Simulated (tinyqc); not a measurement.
Inside a calculation. Model: MOS structure on a p-type body with a surface-enhanced doping, non-linear Poisson equation by Newton steps.

tinyqc, about 0.6 s, one thread, Intel Xeon 2.30GHz (shared host): `OMP_NUM_THREADS=1 python tinyqc.py 2080081 2080082 out.jsonl` Printed values are rounded.

One dimension, insulator interface at x = 0, acceptor density Na + N0 exp(-x/Ls), net doping C = -(acceptor density). psi is counted from the intrinsic level: n = ni exp((psi - Vb)/Vt), p = ni exp(-psi/Vt); deep in the body psi_b = -Vt ln(Na/ni). The gate acts through Cox = eps0 eox/tox and has the potential psi_G = Vg - (phiM - chi - Vt ln(Nc/ni)). Boltzmann statistics, full ionisation, classical densities, no oxide or interface charge. Acceptors in real wide-gap material are deep and only partly ionised in the neutral body.

Parameters, values chosen for the exercise; band and dielectric values close to those of 4H silicon carbide:
```
symbol    value   unit                                                                 meaning
T           350      K                                                             temperature
Eg         3.21     eV                                                                band gap
eps_r      9.79                                                          relative permittivity
Nc      2.13e19  cm^-3                                  conduction-band density of states at T
Nv      3.11e19  cm^-3                                     valence-band density of states at T
chi        3.63     eV                                                       electron affinity
Na       1.1e18  cm^-3                                       acceptor density deep in the body
eox         3.9         relative permittivity of the gate insulator (close to silicon dioxide)
tox           3     nm                                                     insulator thickness
phiM       4.21     eV                                                      gate work function
Vb            0      V                         electron quasi-Fermi potential against the body
N0       7.1e18  cm^-3                                   extra acceptor density at the surface
Ls           21     nm                                                            decay length
Vg         3.56      V                                           gate voltage against the body
```

Constants: q = 1.602176634e-19 C, kB = 1.380649e-23 J/K, Vt = kB T/q, eps0 = 8.8541878128e-14 F/cm where lengths are in cm. Results are converted to the units shown.

Range of the model: On a fine mesh the surface electron density exceeds 0.3 Nc, so degeneracy and confinement would lower the charge and push it away from the interface.

## Scales and end potentials

ni = sqrt(Nc Nv) exp(-Eg/(2 Vt)), Eg in volts; Cox, psi_G and psi_b as defined.

ni = 1.99337e-4 cm^-3
Cox = 1.15104 uF/cm^2
psi_G = 4.57929 V
psi_b = -1.50991 V

## Net doping on the mesh

x, node 0 to 14 (nm): [0, 0.5, 1.26, 2.4, 4.13, 6.76, 10.7, 16.7, 25.8, 39.6, 60.4, 91.9, 140, 212, 321]

C = -(Na + N0 exp(-x/Ls)), taken at the nodes.

net doping C, node 0 to 14 (cm^-3): [-8.2e18, -8.03295e18, -7.78653e18, -7.43322e18, -6.93240e18, -6.24585e18, -5.36555e18, -4.30546e18, -3.17824e18, -2.17722e18, -1.50008e18, -1.18927e18, -1.10904e18, -1.10029e18, -1.10000e18]

## Couplings between neighbouring nodes

a_i = eps0 eps_r/h_i for the interval from node i to i + 1, with h_i = x_(i+1) - x_i in cm.

coupling a_i, interval 0 to 13 (F/cm^2): [1.73365e-5, 1.14056e-5, 7.60373e-6, 5.01055e-6, 3.29591e-6, 2.20006e-6, 1.44471e-6, 9.52555e-7, 6.28134e-7, 4.16743e-7, 2.75183e-7, 1.80213e-7, 1.20392e-7, 7.95252e-8]

## Starting potential

psi_b + U (1 - x/W)^2 for x < W and psi_b beyond, with U = Vb - 2 psi_b and W = sqrt(2 eps0 eps_r U/(q Na)).

psi at the start, node 0 to 14 (V): [1.50991, 1.45476, 1.37190, 1.24982, 1.06959, 0.80727, 0.44060, -0.05715, -0.67239, -1.28413, -1.50991, -1.50991, -1.50991, -1.50991, -1.50991]

## Iteration 1: densities, residual and Jacobian diagonal

n_i = ni exp((psi_i - Vb)/Vt), p_i = ni exp(-psi_i/Vt), rho_i = p_i - n_i + C_i, g_i = (n_i + p_i)/Vt. Box widths w_i = (h_(i-1) + h_i)/2 in cm. Residual F_i = a_i (psi_(i+1) - psi_i) - a_(i-1) (psi_i - psi_(i-1)) + q rho_i w_i; Jacobian: a_(i-1) and a_i beside the diagonal, b_i = -a_(i-1) - a_i - q g_i w_i on it. Node 0 is free: w_0 = h_0/2, F_0 = a_0 (psi_1 - psi_0) + Cox (psi_G - psi_0) + q rho_0 w_0, b_0 = -a_0 - Cox - q g_0 w_0, with Cox = eps0 eox/tox, psi_G = Vg - (phiM - chi - Vt ln(Nc/ni)). The last node is fixed.

n, node 0 to 14 (cm^-3): [1.1e18, 1.76698e17, 1.13272e16, 1.97774e14, 5.02428e11, 8.39040e7, 440.500, 2.99642e-5, 4.14529e-14, 6.44007e-23, 3.61228e-26, 3.61228e-26, 3.61228e-26, 3.61228e-26, 3.61228e-26]
p, node 0 to 14 (cm^-3): [3.61228e-26, 2.24876e-25, 3.50793e-24, 2.00912e-22, 7.90861e-20, 4.73578e-16, 9.02045e-11, 0.00132609, 9.58560e5, 6.16998e14, 1.1e18, 1.1e18, 1.1e18, 1.1e18, 1.1e18]
residual F, node 0 to 13 (C/cm^2): [2.53959e-6, -7.17627e-8, -1.01946e-7, -1.45613e-7, -2.03711e-7, -2.70834e-7, -3.39658e-7, -3.87747e-7, -3.81252e-7, -3.13141e-7, -7.35276e-8, -5.69241e-8, -8.69331e-9, -4.24924e-10]
diagonal b, node 0 to 13 (F/cm^2): [-1.86336e-5, -2.88012e-5, -1.90150e-5, -1.26144e-5, -8.30646e-6, -5.49598e-6, -3.64477e-6, -2.39726e-6, -1.58069e-6, -1.05055e-6, -1.59723e-5, -2.37119e-5, -3.53899e-5, -5.30823e-5]

## Iteration 1: Newton step

Solve the tridiagonal system a_(i-1) d_(i-1) + b_i d_i + a_i d_(i+1) = -F_i for nodes 0 to 13, with d = 0 on fixed nodes. Each component d is damped to sign(d) Vt ln(1 + |d|/Vt) before it is added.

Newton step d, before damping, node 0 to 13 (V): [0.60910, 0.50819, 0.36373, 0.16071, -0.11830, -0.48067, -0.90042, -1.30453, -1.51037, -1.21557, -0.03637, -0.00282, -0.00026, -0.00001]
psi after iteration 1, node 0 to 14 (V): [1.60202, 1.54168, 1.44940, 1.30547, 1.02152, 0.72193, 0.33717, -0.17146, -0.79103, -1.39636, -1.53377, -1.51261, -1.51017, -1.50992, -1.50991]

## Iteration 2: densities, residual and Jacobian diagonal

As before.

n, node 0 to 14 (cm^-3): [2.33148e19, 3.15395e18, 1.47929e17, 1.25162e15, 1.02069e11, 4.95393e6, 14.2769, 6.77116e-7, 8.11568e-16, 1.55922e-24, 1.63762e-26, 3.30295e-26, 3.58140e-26, 3.61125e-26, 3.61228e-26]
p, node 0 to 14 (cm^-3): [1.70428e-27, 1.25985e-26, 2.68608e-25, 3.17469e-23, 3.89298e-19, 8.02093e-15, 2.78318e-9, 0.0586829, 4.89609e7, 2.54840e16, 2.42640e18, 1.20302e18, 1.10948e18, 1.10031e18, 1.1e18]
residual F, node 0 to 13 (C/cm^2): [2.25476e-6, -1.19460e-7, -1.62686e-7, -4.99184e-7, 1.93142e-7, -1.87796e-7, -3.15574e-7, -3.76153e-7, -3.73108e-7, -2.73446e-7, 4.51190e-7, 3.38552e-9, 2.21113e-11, 1.33963e-13]
diagonal b, node 0 to 13 (F/cm^2): [-2.15838e-5, -2.97976e-5, -1.90840e-5, -1.26152e-5, -8.30646e-6, -5.49598e-6, -3.64477e-6, -2.39726e-6, -1.58069e-6, -1.27907e-6, -3.43976e-5, -2.58900e-5, -3.56925e-5, -5.30973e-5]

## Iteration 2: Newton step

As before.

Newton step d, before damping, node 0 to 13 (V): [0.15525, 0.06323, -0.06032, -0.22483, -0.37491, -0.66167, -1.00590, -1.31168, -1.38055, -0.89099, 0.00232, 0.00016, 0.00000, 0.00000]
psi after iteration 2, node 0 to 14 (V): [1.65679, 1.57577, 1.41627, 1.24108, 0.94318, 0.62744, 0.23050, -0.28593, -0.90700, -1.49948, -1.53154, -1.51246, -1.51017, -1.50992, -1.50991]

## Course of the Newton iteration

Stop when the largest undamped |d| is below 1e-9 V, or after 80 iterations.

Course of the iteration:
```
iteration  largest |F| (C/cm^2)  largest |d| (V)  at node
1                       2.54e-6             1.51        8
2                       2.25e-6             1.38        8
3                       1.35e-6            0.936        7
4                       4.19e-7            0.823        7
5                       3.81e-7            0.722        7
6                       3.25e-7            0.625        7
7                       3.08e-7            0.531        7
8                       2.89e-7            0.431        7
9                       2.67e-7            0.282        7
10                      2.35e-7            0.162        7
11                      1.77e-7            0.104        7
12                      1.12e-7           0.0591        7
13                      5.61e-8           0.0264        7
14                      1.73e-8          7.42e-3        7
15                      1.88e-9          7.86e-4        7
16                     2.41e-11          1.01e-5        7
17                     4.03e-15          1.68e-9        7
18                      < 1e-18          < 1e-12        3
```

Converged in 18 iterations. Once the step is below 0.1 Vt, 3 more iteration(s) reach the threshold: near the solution the error is roughly squared each time.

## Converged densities and sheet charges

converged psi, node 0 to 14 (V): [1.67316, 1.53907, 1.34494, 1.06933, 0.68519, 0.17466, -0.44073, -1.08214, -1.50820, -1.52961, -1.51938, -1.51233, -1.51017, -1.50992, -1.50991]

n and p as above; box widths w_i (half boxes at both ends); band bending psi_0 - psi_b; N_inv = sum w n; N_dep = -sum w (p + C); centroid sum w n x/N_inv; gate charge Cox (psi_G - psi_0)/q.

n, node 0 to 14 (cm^-3): [2.46595e20, 2.89252e18, 4.63262e15, 4.97992e11, 1.46495e6, 0.0652608, 8.98237e-11, 5.21749e-20, 3.82349e-26, 1.88021e-26, 2.63912e-26, 3.33431e-26, 3.58165e-26, 3.61125e-26, 3.61228e-26]
p, node 0 to 14 (cm^-3): [1.61135e-28, 1.37372e-26, 8.57724e-24, 7.97906e-20, 2.71238e-14, 6.08867e-7, 442.368, 7.61575e11, 1.03924e18, 2.11333e18, 1.50562e18, 1.19170e18, 1.10941e18, 1.10031e18, 1.1e18]
band bending = 3.18307 V
N_inv = 6.34753e12 cm^-2
N_dep = 1.45309e13 cm^-2
centroid of the electrons = 0.0144417 nm
gate charge over q = 2.08784e13 cm^-2

N_inv + N_dep is within 0.01 % of the gate charge. A mesh of about 600 nodes or more gives a band bending of 3.213 V and N_inv = 6.272e12 cm^-2; this mesh is 1.2 % above the latter.
